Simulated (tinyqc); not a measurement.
Ellipsometry and reflectance of a transparent film on an absorbing substrate: two steps of the calculation.

Air (index 1), film, substrate with N2 = n2 - i k2; time factor exp(+i w t). q_j = sqrt(N_j^2 - sin^2 th), root with positive real part. Fresnel coefficients r_s = (q_a - q_b)/(q_a + q_b), r_p = (N_b^2 q_a - N_a^2 q_b)/(N_b^2 q_a + N_a^2 q_b). tan(Psi) exp(i Delta) = R_p/R_s, Delta taken from 0 to 360 degrees.

Parameters, values chosen for the exercise; indices close to those of titanium dioxide on silicon: wavelength lam = 546.1 nm; angle of incidence th = 75 degrees; index of the transparent film n1 = 2.397; film thickness d = 140 nm; index of the substrate n2 = 4.086; extinction coefficient of the substrate k2 = 0.031.

Question 1. Interface coefficients and thickness period. q0, q1, q2 and the coefficients r01 and r12 for p and s; the results repeat in d with the period lam/(2 q1).

Find: q0; q1; q2; r01,p; r01,s; r12,p; r12,s; period.

Answer 1.

q0 = 0.25882
q1 = 2.1938
q2 = 3.9702-0.0319i
r01,p = -0.19199
r01,s = -0.78894
r12,p = 0.23244-0.00338i
r12,s = -0.28822+0.00368i
period = 124.47 nm

Question 2. Psi, Delta and reflectances. beta = 2 pi d q1/lam, X = exp(-2 i beta), R = (r01 + r12 X)/(1 + r01 r12 X) for p and s.

q1 = 2.1937630
r01,p = -0.19199171
r01,s = -0.78894158
r12,p = 0.23243863-0.00337605i
r12,s = -0.28821558+0.00368415i

Find: beta; X; R_p; R_s; Psi; Delta; |R_p|^2; |R_s|^2.

Answer 2.

beta = 3.5337 rad
X = 0.70799-0.70622i
R_p = -0.03640-0.17069i
R_s = -0.86255+0.05683i
Psi = 11.415 degrees
Delta = 81.731 degrees
|R_p|^2 = 0.030462
|R_s|^2 = 0.74722

The bare substrate gives Psi = 2.771 and Delta = 175.25 degrees.

Computed by the program tinyqc: `OMP_NUM_THREADS=1 python tinyqc.py 2870201 2870202 out.jsonl`, one thread of a shared Intel Xeon 2.30GHz, about 0.4 s for the whole run.
